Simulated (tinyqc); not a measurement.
# Inputs raised by 2 %, one at a time

Model: Deal-Grove kinetics of thermal oxidation of silicon. Computed by tinyqc, a small Python program. Command: `OMP_NUM_THREADS=1 python tinyqc.py 3031807 3031808 out.jsonl oxide sens`. One thread of a shared host (Intel(R) Xeon(R) Processor @ 2.30GHz), about 0.2 s of CPU time with the checks.

Oxidant diffuses through the oxide and reacts at the interface, so that dx/dt = B/(A + 2x) for the oxide thickness x.

Inputs (values chosen for the exercise, close to those used for silicon):

| quantity | value | unit |
|---|---|---|
| prefactor B0 | 365 | um^2/h |
| activation energy E_B | 0.788 | eV |
| prefactor (B/A)0 | 1.68e+08 | um/h |
| activation energy E_A | 2.04 | eV |
| temperature T | 1050 | C |
| oxidant pressure p | 1 | atm |
| pressure exponent m of B/A | 1 | - |
| initial oxide x_i | 0.025 | um |
| time t | 0.14 | h |
| temperature of step 2, T2 | 800 | C |
| time of step 2, t2 | 2.6 | h |

Ambient: steam. Surface: (111). Extension: second step.

Constants: k_B = 8.617333262e-05 eV/K.

Method:
- B = B0 p exp(-E_B/(k_B T)), B/A = (B/A)0 p^m exp(-E_A/(k_B T)), p in atm; A = B/(B/A).
- Temperatures in kelvin are T(C) + 273.15.
- tau = (x_i^2 + A x_i)/B and x = (A/2) [sqrt(1 + 4 B (t + tau)/A^2) - 1], the root of x^2 + A x = B (t + tau).
- Silicon consumed is 0.44 times the oxide grown; the rate is B/(A + 2x).
- Step 2 starts from the thickness x of step 1, with B and A at T2: tau2 = (x^2 + A2 x)/B2 and x2 = (A2/2) [sqrt(1 + 4 B2 (t2 + tau2)/A2^2) - 1].

Runs:

| input moved | from | to | oxide thickness x (um) | final growth rate (um/h) | length A (um) | thickness after both steps x2 (um) |
|---|---|---|---|---|---|---|
| base run | - | - | 0.17873 | 0.75005 | 0.12757 | 0.26899 |
| prefactor B0 (um^2/h) | 365 | 372.3 | 0.18001 | 0.75706 | 0.13012 | 0.27053 |
| prefactor (B/A)0 (um/h) | 168000000 | 171360000 | 0.17953 | 0.75146 | 0.12507 | 0.27107 |
| activation energy E_A (eV) | 2.04 | 2.0808 | 0.16262 | 0.71656 | 0.18246 | 0.22672 |
| oxidant pressure p (atm) | 1 | 1.02 | 0.18082 | 0.75851 | 0.12757 | 0.27264 |
| initial oxide x_i (um) | 0.025 | 0.0255 | 0.17891 | 0.74948 | 0.12757 | 0.26916 |
| time t (h) | 0.14 | 0.1428 | 0.18082 | 0.74363 | 0.12757 | 0.27091 |

Exponents ln(y'/y) / ln(x'/x):

| input | oxide thickness x | final growth rate | length A | thickness after both steps x2 |
|---|---|---|---|---|
| prefactor B0 | 0.361 | 0.470 | 1.00 | 0.288 |
| prefactor (B/A)0 | 0.224 | 0.095 | -1.00 | 0.389 |
| activation energy E_A | -4.769 | -2.307 | 18.07 | -8.633 |
| oxidant pressure p | 0.587 | 0.566 | 0.00 | 0.680 |
| initial oxide x_i | 0.052 | -0.038 | 0.00 | 0.032 |
| time t | 0.587 | -0.434 | 0.00 | 0.359 |

Among the inputs moved here: oxide thickness x answers most in size to activation energy E_A (exponent -4.769), next to oxidant pressure p (+0.587). Final growth rate answers most in size to activation energy E_A (exponent -2.307), next to oxidant pressure p (+0.566). Length A answers most in size to activation energy E_A (exponent +18.070), next to prefactor B0 (+1.000); its exponent is below 0.0005 for oxidant pressure p, initial oxide x_i, time t. Its exponent +1.000 in prefactor B0: A = B/(B/A). Its exponent -1.000 in prefactor (B/A)0: A = B/(B/A). Thickness after both steps x2 answers most in size to activation energy E_A (exponent -8.633), next to oxidant pressure p (+0.680).
